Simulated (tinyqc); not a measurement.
Worked calculation: round or elliptic silicon nanowire with anisotropic valleys (Ritz method). Values are carried at full precision from step to step, so a last printed digit may differ when a step is redone from the rounded ones.

Wire along x = [100] on a (001) wafer, y = [010], z = [001]. Valley groups, two valleys each (w = inverse masses): A, axis along z: w_y = 1/mt, w_z = 1/ml, m_x = mt; B, axis along y: w_y = 1/ml, w_z = 1/mt, m_x = mt; C, axis along x: w_y = w_z = 1/mt, m_x = ml.

Constants: hbar^2/2m0 = 3.80998211 eV angstrom^2; kB = 8.617333262e-05 eV/K.

Inputs chosen for the exercise (near those of a Si nanowire; shifted at random, so the results belong to these values and not to a real crystal):
- ml = 0.915 m0 (longitudinal mass)
- mt = 0.187 m0 (transverse mass)
- a = 31 angstrom (semi-axis along y)
- b = 31 angstrom (semi-axis along z)
- group = A (valley group worked out)
- T = 300 K (temperature)

## Stretching the ellipse

Scaling y by 1/sqrt(w_y) and z by 1/sqrt(w_z) makes the mass 1 and the semi-axes A = a/sqrt(w_y), B = b/sqrt(w_z). List them with the one-function estimate 3c (1/A^2 + 1/B^2) and the slender limit c (pi/2s)^2 (1 + 2s/(pi l)), s and l the smaller and larger of A, B; c = hbar^2/2m0.

Groups:
```
group  g      A      B  axis ratio  one function (eV)  slender limit (eV)
A      2  13.41  29.65       2.212             0.0766              0.0674
B      2  29.65  13.41       2.212             0.0766              0.0674
C      2  13.41  13.41       1.000             0.1272              0.0856
```

The one-function value suits axis ratios near 1 and the slender limit ratios well above 2.

## Matrices of three even functions

Hard wall on the ellipse (y/a)^2 + (z/b)^2 = 1, c = hbar^2/2m0. With u = y/a, v = z/b the operator is -c [(w_y/a^2) d2/du2 + (w_z/b^2) d2/dv2] on the unit disc. Basis (1 - u^2 - v^2) u^i v^j; S, X and Y are the disc integrals of f f', (df/du)(df'/du) and (df/dv)(df'/dv), from the integral of u^p v^q = 2 Gamma((p+1)/2) Gamma((q+1)/2)/((p + q + 2) Gamma((p+q+2)/2)) for even p, q; H = c (w_y X/a^2 + w_z Y/b^2).

Basis 1, u^2, v^2 times (1 - u^2 - v^2); form S and H for the chosen group.

S, rows 1, u^2, v^2 and columns alike:
$$\begin{pmatrix}
1.047198 & 0.130900 & 0.130900 \\
0.130900 & 0.039270 & 0.013090 \\
0.130900 & 0.013090 & 0.039270
\end{pmatrix}$$

H (meV), rows 1, u^2, v^2 and columns alike:
$$\begin{pmatrix}
80.2174 & 13.3696 & 13.3696 \\
13.3696 & 16.1144 & 1.6712 \\
13.3696 & 1.6712 & 7.2823
\end{pmatrix}$$

## Lowest level in this basis

Solve H p = E S p for the wire level; give E, the ratios p2/p1 and p3/p1, and H11/S11.

E = 72.6 meV

ratios: [-0.25, -0.83]

one function = 76.6 meV

The two added functions lower the level by 4.0 meV (5.2 %), mostly by narrowing the state along v, the direction in which the stretched ellipse is long.

## Subbands

Converged values use 21 functions of each parity class (e or o in u, then in v).

The nine lowest levels of all groups and parity classes.

Subbands:
```
group, parity  g  m_x (m0)  E (eV)
A ee           2    0.1870  0.0726
B ee           2    0.1870  0.0726
A eo           2    0.1870  0.1217
B oe           2    0.1870  0.1217
C ee           2    0.9150  0.1226
A ee           2    0.1870  0.1886
B ee           2    0.1870  0.1886
A oe           2    0.1870  0.2443
B eo           2    0.1870  0.2443
```

At 300 K and without degeneracy the populations go as g sqrt(m_x) exp(-E/kB T): among these nine the lowest level, shared by A ee and B ee, holds 76 % and the light transport mass mt 88 % of the electrons.

## Checks

- Circle of radius a with both masses mt against c (2.404826/R)^2/m, eV: both 0.1226.

Computed by tinyqc, a small Python program: `OMP_NUM_THREADS=1 python tinyqc.py 1252295 1252296 out.jsonl` (the numbers bound the seed that draws the inputs); one thread of a shared host (Intel(R) Xeon(R) Processor @ 2.30GHz), about 0.05 s for the whole set of steps.
